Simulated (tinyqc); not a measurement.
# Ballistic Schottky-barrier transistor with a two-dimensional channel, WKB contacts: effects of single changes

Source Fermi level 0, drain Fermi level -Vd. Far from the contacts Ec = pn - psi, and the gate moves psi one to one; the band edges relax as exp(-x/lam) from pn at the source and pn - Vd at the drain; Ev = Ec - Eg. A carrier of energy w inside the channel band meets at a contact a barrier of height D (the contact edge beyond the channel edge): T = 1 for w >= D, else exp(-S), S = 4 lam sqrt(m/C) [sqrt(D - w) - sqrt(w) arctan sqrt((D - w)/w)], C = hbar^2/(2 m0). The two contacts combine as Ts Td/(Ts + Td - Ts Td).

Parameters, values chosen for the exercise; channel values close to those of a black phosphorus layer:
- T = 250 K (temperature)
- Eg = 0.588 eV (band gap)
- pn = 0.42 eV (barrier for electrons at both contacts)
- mn = 0.17 m0 (electron mass)
- mp = 0.15 m0 (hole mass)
- g = 1 (valleys or subbands)
- lam = 4.1 nm (screening length at the contacts)
- Vd = 0.5 V (drain bias)

Constants: q = 1.602176634e-19 C, kB = 1.380649e-23 J/K, hbar = 1.054571817e-34 J s, h = 6.62607015e-34 J s, m0 = 9.1093837015e-31 kg, Vt = kB T/q, hbar^2/(2 m0) = 0.0380998212 eV nm^2. Results are converted to the units shown.

Each table varies one quantity; the others keep the values above.

## Ambipolar transfer curve

I/W = g (2 q^2/h) int T(w) [N(Es + w) - N(Ed + w)] dw with w the energy of motion along the channel, N(y) = (1/2 pi) sqrt(pi m kB T/C) Fm(-y/kB T), Fm(x) = (1/sqrt(pi)) int_0^infinity u^(-1/2)/(1 + exp(u - x)) du. Electrons: Ds = psi, Dd = psi - Vd, Es = Ec, Ed = Ec + Vd. Holes: Ds = -psi, Dd = Vd - psi, Es = -Ev, Ed = -Ev - Vd. The size of each current is taken; both flow from drain to source and add. The integrals are converged. Swing = d(psi)/d(log10 I).

Results:
```
ps (V)	electrons (uA/um)	holes (uA/um)	I (uA/um)	swing (mV/decade)
-0.13	1.193e-9	196.7	196.7	-518.6
-0.05	4.893e-8	132.5	132.5	-419.8
0.03	9.827e-7	80.75	80.75	-328.6
0.11	4.221e-6	42.29	42.29	-246.9
0.19	1.993e-5	17.55	17.55	-178.3
0.28	1.372e-4	4.334	4.334	-127.0
0.36	8.843e-4	0.9243	0.9252	-117.5
0.44	0.006327	0.2006	0.2069	-132.3
0.61	0.2617	3.411e-4	0.2620	132.5
0.69	0.9006	8.321e-6	0.9006	169.1
0.77	2.376	2.030e-7	2.376	213.3
```

Estimate the missing row, ps = 0.52 V.

Computed row:
```
ps (V)	electrons (uA/um)	holes (uA/um)	I (uA/um)	swing (mV/decade)
0.52	0.04320	0.02224	0.06544	-2529
```

With this row back in the table: I goes from 197 through a minimum of 0.0654 (at ps = 0.52 V among the rows listed) to 2.38 uA/um; the exact minimum lies at psi = 0.521 V. Holes carry the left branch and electrons the right. The ratio of the last row to the smallest is 36.3 and of the first row 3010, with barriers of 0.42 eV for electrons and 0.168 eV for holes. The steepest swing among the rows is 118 mV/decade, against the thermionic limit 49.6.

## Barrier height from the temperature dependence

Same model as above.

The apparent barrier is -d ln(I_e/T^1.5)/d(q/kB T), taken between T - 10 K and T + 10 K for the electron current.

Barrier height from the temperature dependence:
```
ps (V)	electrons (uA/um)	Ec (eV)	apparent barrier (eV)
-0.25	4.55e-12	0.670	0.670
-0.18	1.17e-10	0.600	0.600
-0.11	3.02e-9	0.530	0.530
-0.04	7.78e-8	0.460	0.460
0	4.98e-7	0.420	0.420
0.1	3.51e-6	0.320	0.368
0.17	1.33e-5	0.250	0.324
0.24	5.69e-5	0.180	0.274
0.31	2.72e-4	0.110	0.220
0.38	0.00144	0.040	0.162
0.45	0.00811	-0.030	0.103
```

For psi < 0 the channel edge is the highest point, and the apparent barrier follows Ec one to one (0.670 eV against 0.670). At flat band it is 0.420 eV (psi = 0 V), near pn = 0.42 eV. Beyond, the top stays at pn but tunnelling lowers the apparent value to 0.103 eV in the last row, so only the point where the line bends gives the true barrier.

Range of the model: No scattering, image-force lowering, channel charge or band-to-band tunnelling; parabolic kappa overstates S deep in the gap.

Computed by the program tinyqc: `OMP_NUM_THREADS=1 python tinyqc.py 2390043 2390044 out.jsonl`, one thread of a shared Intel Xeon 2.30GHz, about 0.3 s for the whole run.
